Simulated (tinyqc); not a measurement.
Conductivities from two wire lengths.

Question. A wire with uniform heating p0 per length and ends at the substrate temperature has theta(L/2) = (p0/g)[1 - 1/cosh(L/(2 LH))], LH = sqrt(kap A/g). Find LH, g and kap.

Inputs (values chosen for the exercise):
- A = 3600 nm^2 (cross-section)
- p0 = 0.057 uW/nm (heating per length)

theta at the middle for L = 2700 and 5400 nm (K): 63.839035  134.08369

Answer. With c = cosh(L1/(2 LH)) the longer wire has 2 c^2 - 1. The ratio of the two rises falls steadily from 4 to 1 as c grows, so it fixes c; g and kap follow.

LH = 1363 nm
g = 0.3100 W/(m K)
kap = 160.0 W/(m K)

Computed by the program tinyqc: `OMP_NUM_THREADS=1 python tinyqc.py 2520128 2520129 out.jsonl`, one thread of a shared Intel Xeon 2.30GHz, about 0.01 s for the whole run.
